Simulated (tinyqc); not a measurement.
# Ballistic Schottky-barrier transistor with a two-dimensional channel, WKB contacts: two studies

Source Fermi level 0, drain Fermi level -Vd. Far from the contacts Ec = pn - psi, and the gate moves psi one to one; the band edges relax as exp(-x/lam) from pn at the source and pn - Vd at the drain; Ev = Ec - Eg. A carrier of energy w inside the channel band meets at a contact a barrier of height D (the contact edge beyond the channel edge): T = 1 for w >= D, else exp(-S), S = 4 lam sqrt(m/C) [sqrt(D - w) - sqrt(w) arctan sqrt((D - w)/w)], C = hbar^2/(2 m0). The two contacts combine as Ts Td/(Ts + Td - Ts Td).

Inputs (values chosen for the exercise); channel values close to those of a tungsten diselenide layer:
```
symbol  value  unit                                    meaning
T         250     K                                temperature
Eg        1.4    eV                                   band gap
pn       0.92    eV     barrier for electrons at both contacts
mn       0.33    m0                              electron mass
mp       0.41    m0                                  hole mass
g           2                              valleys or subbands
lam       2.9    nm           screening length at the contacts
Vd        0.5     V                                 drain bias
ps      -0.16     V  band shift psi of the channel by the gate
```

Constants: q = 1.602176634e-19 C, kB = 1.380649e-23 J/K, hbar = 1.054571817e-34 J s, h = 6.62607015e-34 J s, m0 = 9.1093837015e-31 kg, Vt = kB T/q, hbar^2/(2 m0) = 0.0380998212 eV nm^2. Results are converted to the units shown.

Each table varies one quantity; the others keep the values above.

## Effect of the screening length

I/W = g (2 q^2/h) int T(w) [N(Es + w) - N(Ed + w)] dw with w the energy of motion along the channel, N(y) = (1/2 pi) sqrt(pi m kB T/C) Fm(-y/kB T), Fm(x) = (1/sqrt(pi)) int_0^infinity u^(-1/2)/(1 + exp(u - x)) du. Electrons: Ds = psi, Dd = psi - Vd, Es = Ec, Ed = Ec + Vd. Holes: Ds = -psi, Dd = Vd - psi, Es = -Ev, Ed = -Ev - Vd. The size of each current is taken; both flow from drain to source and add. The integrals are converged.

Effect of the screening length:

| lam (nm) | current of the holes (uA/um) | share over the barriers (%) | \|d psi/d log10\| of this current (mV/decade) |
|---|---|---|---|
| 0.5 | 569.9 | 1.676e-8 | 227.3 |
| 1.6 | 6.620 | 1.443e-6 | 144.3 |
| 2.6 | 0.2664 | 3.585e-5 | 120.5 |
| 3.7 | 0.01523 | 6.274e-4 | 116.9 |
| 4.8 | 0.001657 | 0.005766 | 128.3 |
| 5.9 | 3.140e-4 | 0.03043 | 149.7 |
| 6.9 | 1.003e-4 | 0.09524 | 174.5 |
| 8 | 3.840e-5 | 0.2488 | 205.3 |

What does the table show?

The current falls from 570 to 3.84e-5 uA/um, while the share over the barriers rises from 1.68e-8 to 0.249 %: the thermionic part does not depend on lam, and a thinner barrier adds tunnelling. The swing goes from 227 through a minimum of 117 (at lam = 3.7 nm among the rows listed) to 205 mV/decade.

## Barrier height from the temperature dependence

Same model as above.

The apparent barrier is -d ln(I_e/T^1.5)/d(q/kB T), taken between T - 10 K and T + 10 K for the electron current.

Barrier height from the temperature dependence:

| ps (V) | electrons (uA/um) | Ec (eV) | apparent barrier (eV) |
|---|---|---|---|
| -0.25 | 1.05e-21 | 1.17 | 1.17 |
| -0.18 | 2.72e-20 | 1.10 | 1.10 |
| -0.11 | 7.01e-19 | 1.03 | 1.03 |
| -0.04 | 1.81e-17 | 0.96 | 0.96 |
| 0 | 1.16e-16 | 0.92 | 0.92 |
| 0.1 | 8.29e-16 | 0.82 | 0.87 |
| 0.17 | 3.19e-15 | 0.75 | 0.82 |
| 0.24 | 1.38e-14 | 0.68 | 0.77 |
| 0.31 | 6.71e-14 | 0.61 | 0.72 |
| 0.38 | 3.61e-13 | 0.54 | 0.66 |
| 0.45 | 2.11e-12 | 0.47 | 0.60 |

Read the table: what changes, and by how much?

For psi < 0 the channel edge is the highest point, and the apparent barrier follows Ec one to one (1.17 eV against 1.17). At flat band it is 0.920 eV (psi = 0 V), near pn = 0.92 eV. Beyond, the top stays at pn but tunnelling lowers the apparent value to 0.600 eV in the last row, so only the point where the line bends gives the true barrier.

Range of the model: No scattering, image-force lowering, channel charge or band-to-band tunnelling; parabolic kappa overstates S deep in the gap.

Computed by the program tinyqc: `OMP_NUM_THREADS=1 python tinyqc.py 2390017 2390018 out.jsonl`, one thread of a shared Intel Xeon 2.30GHz, about 0.1 s for the whole run.
